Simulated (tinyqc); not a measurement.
Exchange-split free-electron bands and tunnelling magnetoresistance: one step. Magnetoresistance.

Barrier: kappa = sqrt(mb phi/c), c = hbar^2/2m0. With a = k1/m, b = k2/m, w = kappa/mb, the transmission at normal incidence is T(k1, k2) = 4 a b w^2/[w^2 (a + b)^2 + (w^2 + a^2)(w^2 + b^2) sinh^2(kappa d)]. Parallel: G_P = T(up, up) + T(dn, dn); antiparallel: G_AP = 2 T(up, dn); TMR = (G_P - G_AP)/G_AP. Julliere: TMR = 2 P^2/(1 - P^2). Slonczewski factor: P_eff = P_k (w^2 - a_up a_dn)/(w^2 + a_up a_dn), P_k = (k_up - k_dn)/(k_up + k_dn).

Values chosen for the exercise: m = 1.22 m0 (mass in the electrodes); mb = 0.66 m0 (mass in the barrier).

T: up-up 0.00135788, dn-dn 0.00161937, up-dn 0.00148247

k_up, k_dn (1/angstrom): 1.498761  0.646433

kappa = 0.476372 1/angstrom

Problem. From the T, and from the Julliere formula with P_k and with P_eff.

Give: TMR from T; P_k; P_eff; Julliere with P_k; Julliere with P_eff.

Solution.

TMR from T = 0.42 %
P_k = 0.3973
P_eff = -0.0441
Julliere with P_k = 37.49 %
Julliere with P_eff = 0.39 %

The interface factor is -0.111: it reverses the sign of the tunnelling polarisation. The plain Julliere value lies 37.1 points above the result and the one with P_eff 0.03 points from it. Symmetry filtering in crystalline barriers, which gives far larger values, is outside this model.

(tinyqc, `OMP_NUM_THREADS=1 python tinyqc.py 1682686 1682687 out.jsonl`, Intel(R) Xeon(R) Processor @ 2.30GHz, 1 thread, shared host, about 0.01 s.)
